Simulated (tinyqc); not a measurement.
Worked calculation: coherent transport through a tight-binding region between two chains. Computed by tinyqc, a small Python program that keeps every step. Settings: temperature = 77, mu = -0.4. Command: `OMP_NUM_THREADS=1 python tinyqc.py 21129 21130 out.jsonl` (the two numbers bound the seeds that draw the settings). One thread of a shared host (Intel(R) Xeon(R) Processor @ 2.60GHz), about 0.2 s of CPU time with the checks.

## Transmission at E = 0.33 eV

H of the central region (eV), lower triangle:
```
           1          2          3          4          5          6
1  -0.900000
2  -1.340000   0.960000
3   0.000000  -0.830000   0.120000
4   0.000000   0.000000  -0.680000   0.130000
5   0.000000   0.000000   0.000000  -0.730000   0.070000
6   0.000000   0.000000   0.000000   0.000000  -0.730000  -0.370000
```

Leads: semi-infinite chains with site energy 0:
```
parameter                           value
lead hopping t (eV)              2.650000
coupling to the left lead (eV)   0.560000
coupling to the right lead (eV)  0.610000
left contact site                       1
right contact site                      6
```

E = 0.330000 eV

Surface Green function g = (E - i sqrt(4 t^2 - E^2)) / (2 t^2); self-energy tc^2 g on each contact site; G = (E - H - Sigma)^(-1); Gamma = -2 Im Sigma; T = Gamma_L Gamma_R |G_LR|^2; local density of states -Im G_ii / pi.

g = 0.023496-0.376626i 1/eV

G (1/eV), lower triangle:
```
                     1                    2                    3                    4
1   0.953691-0.518434i
2  -0.169586+0.388965i   0.189016-0.339949i
3  -1.668416+1.132229i   1.622079-0.886001i   3.924803-2.500442i
4   0.722241-0.824425i  -0.731647+0.688556i  -1.721374+1.853638i   1.424641-1.412890i
5   1.356267-0.828809i  -1.310526+0.636671i  -3.184372+1.821333i   2.583022-1.339584i
6  -1.205295+1.119617i   1.198410-0.915315i   2.855534-2.502332i  -2.344621+1.890002i

                     5                   6
5   2.258587-1.329575i
6  -2.017587+1.813131i  3.063214-2.535775i
```

local density of states (1/eV): 0.165023  0.108209  0.795916  0.449737  0.423217  0.807162

transmission = 0.179180

## Transmission across the band

The same steps on a grid of energies.

T(E):
```
E (eV)              T
-5.03500000         0
-4.53150000  7.16e-11
-4.02800000  5.34e-10
-3.52450000  4.36e-09
-3.02100000  4.82e-08
-2.51750000  9.79e-07
-2.01400000  0.000092
-1.51050000  0.006127
-1.00700000  0.050198
-0.50350000  0.406577
0.00000000   0.025218
0.50350000   0.015834
1.00700000   0.016307
1.51050000   0.000607
2.01400000   0.019118
2.51750000   1.64e-06
3.02100000   5.86e-08
3.52450000   4.79e-09
4.02800000   5.62e-10
4.53150000   7.37e-11
5.03500000          0
```

levels of the isolated region (eV): -1.710578  -1.158738  -0.529765  0.273397  1.126425  2.009258

## Current

I = (2e/h) int T(E) [f(E - mu - V/2) - f(E - mu + V/2)] dE at 77 K with mu = -0.4 eV, the bias not changing H; 2e^2/h = 77.48092 microsiemens; the integral runs over the band on 4001 points.

Current:
```
V (volt)  I (microampere)
0.010000         0.065424
0.050000         0.334213
0.100000         0.715859
0.200000         1.897509
0.400000         5.515552
0.800000         7.320640
```
